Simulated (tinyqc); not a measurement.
MOS capacitor on a p-type substrate, surface potential from the exact charge relation: two steps of the calculation.

Uniform p-type substrate, Boltzmann statistics, full ionisation, classical densities. psi is the surface potential against the body (positive when the bands bend down) and u = psi/Vt. Traps are spread evenly over the gap and neutral at flat band, so their charge is -q Dit psi; the minority quasi-Fermi level is shifted by Vb.

Parameters, values chosen for the exercise; band and dielectric values close to those of silicon: temperature T = 250 K; band gap Eg = 1.12 eV; relative permittivity eps_r = 11.6; conduction-band density of states at T Nc = 2.12e19 cm^-3; valence-band density of states at T Nv = 2.03e19 cm^-3; electron affinity chi = 4.05 eV; acceptor density of the substrate N = 3.1e15 cm^-3; relative permittivity of the gate insulator (close to hafnium oxide) eox = 22.1; insulator thickness tox = 7.5 nm; gate work function phiM = 4.37 eV; fixed charge at the interface, in units of q Nf = 3.6e10 cm^-2; density of interface traps Dit = 0 cm^-2 eV^-1; reverse bias of the inversion layer against the body Vb = 0 V; gate voltage against the body Vg = 0.05 V.

Constants: q = 1.602176634e-19 C, kB = 1.380649e-23 J/K, Vt = kB T/q, eps0 = 8.8541878128e-14 F/cm where lengths are in cm. Results are converted to the units shown.

Task 1. Flat band, threshold and scales. ni = sqrt(Nc Nv) exp(-Eg/(2 Vt)), Eg in volts; phiF = Vt ln(N/ni); Cox = eps0 eox/tox; Vfb = phiM - chi - (Eg - Vt ln(Nv/N)) - q Nf/Cox; Q0 = sqrt(2 eps0 eps_r q N Vt); r = (ni/N)^2 exp(-Vb/Vt); VT = Vfb + [(2 phiF + Vb)(1 + q Dit/Cox) + sqrt(2 eps0 eps_r q N (2 phiF + Vb))/Cox].

Wanted: ni; phiF; Cox; Vfb; Q0; r; VT.

Result 1.

ni = 1.066e8 cm^-3
phiF = 0.3702 V
Cox = 2.609 uF/cm^2
Vfb = -0.6129 V
Q0 = 4.688 nC/cm^2
r = 1.183e-15
VT = 0.1381 V

Task 2. Newton step for the surface potential. u = psi/Vt; F^2 = exp(-u) + u - 1 + r (exp(u) - u - 1); Qs = -sign(u) Q0 F; Cs = -dQs/dpsi = (Q0/Vt) |1 - exp(-u) + r (exp(u) - 1)|/(2 F). f = Vfb + psi + (q Dit psi - Qs)/Cox - Vg, f' = 1 + (Cs + q Dit)/Cox, psi(new) = psi - f/f'.

psi at the start = 0.66291001 V
Cox = 2.6090340 uF/cm^2
Vfb = -0.61291001 V
Q0 = 4.6882509 nC/cm^2
r = 1.1827753e-15

Wanted: u; F; Qs; Cs; f; f'; psi after iteration 1.

Result 2.

u = 30.77
F = 5.459
Qs = -25.59 nC/cm^2
Cs = 0.02048 uF/cm^2
f = 0.009809 V
f' = 1.008
psi after iteration 1 = 0.6532 V

Numbers from tinyqc (`OMP_NUM_THREADS=1 python tinyqc.py 2060024 2060025 out.jsonl`; about 0.01 s on one thread of a shared Intel Xeon 2.30GHz).
